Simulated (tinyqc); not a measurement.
Inside a calculation. Model: single-domain magnet: Stoner-Wohlfarth switching, Neel-Arrhenius retention, LLG dynamics and spin torque. Computed by tinyqc, a small Python program that keeps every step. Command: `OMP_NUM_THREADS=1 python tinyqc.py 3009714 3009715 out.jsonl macro walk`. One thread of a shared host (Intel(R) Xeon(R) Processor @ 2.30GHz), about 0.09 s of CPU time with the checks. Intermediate numbers are printed to about 5 digits and carried at full precision; extremes and crossings named in words are read from the listed rows.

The moment is uniform, with unit vector m; z is the easy axis. mu_0 = 1.25663706212e-6 T m/A, gamma = 1.76085963023e11 rad/(s T).

Inputs (values chosen for the exercise, for a model magnet):

| quantity | value | unit |
|---|---|---|
| saturation magnetisation M_s | 1310 | kA/m |
| diameter d | 32 | nm |
| thickness t | 1.3 | nm |
| interface anisotropy K_i | 1.59 | mJ/m^2 |
| bulk anisotropy K_u | 9.3 | kJ/m^3 |
| exchange stiffness A | 18 | pJ/m |
| temperature T | 398 | K |
| attempt frequency f0 | 1 | GHz |
| field angle psi from the easy axis | 50 | degrees |
| reversing field h = H/H_K | 0.14 | - |
| waiting time t_w | 0.001 | s |
| damping alpha | 0.012 | - |
| spin-torque efficiency eta | 0.53 | - |
| drive I/I_c0 | 1.6 | - |
| time step times gamma mu_0 H_K | 0.08 | - |

Shape: thin disc, easy axis normal to it.

Constants: k_B = 1.380649e-23 J/K; e = 1.602176634e-19 C; hbar = 1.054571817e-34 J s.

## Effective anisotropy

The disc is treated as an oblate spheroid with p = t/d: N_z = [1 - p arccos(p)/sqrt(1 - p^2)]/(1 - p^2); V = pi d^2 t/4; K_eff = K_u + K_i/t + K_shape, K_shape = -(mu_0 M_s^2/4)(3 N_z - 1); mu_0 H_K = 2 K_eff/M_s.

demagnetising factor N_z = 0.93934

volume V = 1045.5 nm^3

K_shape = -980.14 kJ/m^3

K_eff = 252.24 kJ/m^3

anisotropy field mu_0 H_K = 0.38509 T

Shape works against the easy axis and takes 80 % of the other terms. Caution: a flat cylinder has a smaller N_z than the spheroid of the same t/d, so K_eff of a real disc is larger.

## Retention at zero field

Delta = K_eff V/(k_B T); tau = exp(Delta)/f0; probability of a flip within t_w: P = 1 - exp(-t_w/tau). Wall width parameter sqrt(A/K_eff); a two-domain state costs 4 sqrt(A K_eff) times the cross-section that the wall cuts (d t).

stability factor Delta = 47.993

log10 of tau in s = 11.843

probability of a flip = 1.4357e-15

wall parameter = 8.4476 nm

barrier of the wall path / k_B T = 64.525

Ten years (3.15e8 s) need Delta > 40.3 for tau alone; this element has 48.0. Coherent rotation is the cheaper path.

## Barrier in a tilted field

Energy over K_eff V: e(theta) = sin^2(theta) + 2 h cos(theta - psi) for m at the angle theta from +z and a field that points at psi from -z (it pulls m away from +z towards negative theta); h_sw = (cos^(2/3) psi + sin^(2/3) psi)^(-3/2). The metastable minimum and the saddle are the two roots of e'(theta) = sin(2 theta) - 2 h sin(theta - psi) on either side of theta_c = -arctan(tan^(1/3) psi).

switching field h_sw = 0.50255

minimum theta = -6.7729 degrees

saddle theta = -84.211 degrees

barrier / (K_eff V) = 0.62724

barrier / (k_B T) = 30.103

The form (1 - h/h_sw)^n reproduces this barrier with n = 1.428; n is 2 for a field on the axis, and the approach to h_sw has the exponent 3/2 off the axis.

## Switching field against angle and time

Switching field at T: the h at which the exact barrier equals ln(f0 t_w/ln 2) k_B T (0 if the zero-field barrier is lower). Sharrock form: h_sw [1 - (ln(f0 t_w/ln 2)/Delta)^(1/n)], n = 0.86 + 1.14 h_sw.

Fields over H_K:

| psi (degrees) | h_sw at T = 0 | thermal, exact barrier | thermal, Sharrock form |
|---|---|---|---|
| 1 | 0.90707 | 0.44395 | 0.43051 |
| 10 | 0.67381 | 0.36731 | 0.35512 |
| 20 | 0.57365 | 0.32188 | 0.31723 |
| 30 | 0.52402 | 0.29747 | 0.29700 |
| 45 | 0.50000 | 0.28527 | 0.28683 |
| 60 | 0.52402 | 0.29747 | 0.29700 |
| 75 | 0.61466 | 0.34116 | 0.33321 |
| 89 | 0.90707 | 0.44395 | 0.43051 |

At T = 0 the field is least at 45 degrees, H_K/2, and symmetric about it. Thermal help lowers it to 49 % at 1 degree and 57 % at 45 degrees; the Sharrock form misses the exact barrier by at most about 0.013 H_K, at psi = 1 (and its mirror angle).

## Spin-transfer switching

For axial symmetry and a polariser along z: I_c0 = (4 e alpha/(hbar eta)) K_eff V; relaxation time tau_D = (1 + alpha^2)/(alpha gamma mu_0 H_K); thermal start angle theta_0 = 1/sqrt(2 Delta); switching time about tau_D ln(pi/(2 theta_0))/(I/I_c0 - 1); precession frequency gamma mu_0 H_K/(2 pi (1 + alpha^2)).

critical current I_c0 = 36.286 microampere

Delta/I_c0 = 1.3226 1/microampere

tau_D = 1.2291 ns

switching time, estimate = 5.6000 ns

precession frequency = 10.791 GHz

## One LLG step

In the time s = gamma mu_0 H_K t: (1 + alpha^2) dm/ds = -m x b - alpha m x (m x b) + a [m x (m x z) - alpha m x z], b = m_z z, a = alpha I/I_c0; Heun steps (Euler predictor, mean of the two slopes) without renormalising; start m = (sin theta_0, 0, cos theta_0), theta_0 = 1/sqrt(2 Delta).

m at the start: 0.10189  0.00000  0.99480

first slope: 0.00074  0.10137  -0.00008

predictor: 0.10195  0.00811  0.99479

second slope: -0.00733  0.10149  -0.00008

m after the step: 0.10163  0.00811  0.99479

## Exact time to the equator

The polar equation dm_z/dt = -(1 - m_z^2)(i - m_z)/tau_D, i = I/I_c0, integrates to t = tau_D [F(cos theta_0) - F(0)], F(z) = -ln(1 - z)/(2 (i - 1)) + ln(1 + z)/(2 (i + 1)) + ln(i - z)/(i^2 - 1), theta_0 = 1/sqrt(2 Delta).

time to m_z = 0 = 4.7830 ns

The linear estimate is 1.17 times this.

## The trajectory

Run until m_z <= 0 (time by linear interpolation), |m|^2 leaves 1 by more than 1, or three exact times have passed; the run counts as sound if the time is within 3 % of the exact one.

Every few steps:

| step | t (ns) | m_x | m_y | m_z | \|m\| |
|---|---|---|---|---|---|
| 0 | 0.0000 | 0.10189 | 0.00000 | 0.99480 | 1.0000 |
| 405 | 0.4778 | 0.08950 | 0.09311 | 0.99165 | 1.0000 |
| 810 | 0.9556 | 0.01498 | 0.16309 | 0.98657 | 1.0001 |
| 1215 | 1.4334 | -0.07511 | 0.19384 | 0.97829 | 1.0001 |
| 1620 | 1.9112 | -0.12276 | 0.23399 | 0.96470 | 1.0002 |
| 2025 | 2.3890 | -0.00729 | 0.33648 | 0.94208 | 1.0004 |
| 2430 | 2.8669 | 0.42429 | 0.06952 | 0.90353 | 1.0006 |
| 2835 | 3.3447 | -0.54085 | -0.10621 | 0.83546 | 1.0009 |
| 3240 | 3.8225 | -0.67191 | -0.22085 | 0.70862 | 1.0012 |
| 3645 | 4.3003 | -0.59902 | -0.66010 | 0.45627 | 1.0014 |
| 4024 | 4.7474 | 0.52956 | -0.84990 | -0.00023 | 1.0014 |

time to m_z = 0 by the steps = 4.7472 ns

largest drift of |m| = 0.0013834

The steps give 0.9925 of the exact time, with |m| kept to 0.0014.

Checks made by the program: the barrier at psi -> 0 against (1 - h)^2 (relative difference 4e-08); the closed form against quadrature (relative difference below 1e-10).
